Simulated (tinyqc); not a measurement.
In-plane mass from two subband densities.

Problem. At zero temperature each occupied subband holds N_k = D (EF - E_k), D = md m0 q/(pi hbar^2) per eV. Two subbands are occupied. Find md, EF - E1 and EF - E2.

Constants: q = 1.602176634e-19 C, hbar = 1.054571817e-34 J s, m0 = 9.1093837015e-31 kg. Results are converted to the units shown.

N1, N2 (cm^-2): 6.3217564e11  2.2e11
E2 - E1 = 33 meV

Solution. N1 - N2 = D (E2 - E1) gives D and so md; each N_k/D is a distance to EF.

md = 0.0299 m0
EF - E1 = 50.6 meV
EF - E2 = 17.6 meV

Computed by the program tinyqc: `OMP_NUM_THREADS=1 python tinyqc.py 2140127 2140128 out.jsonl`, one thread of a shared Intel Xeon 2.30GHz, about 0.1 s for the whole run.
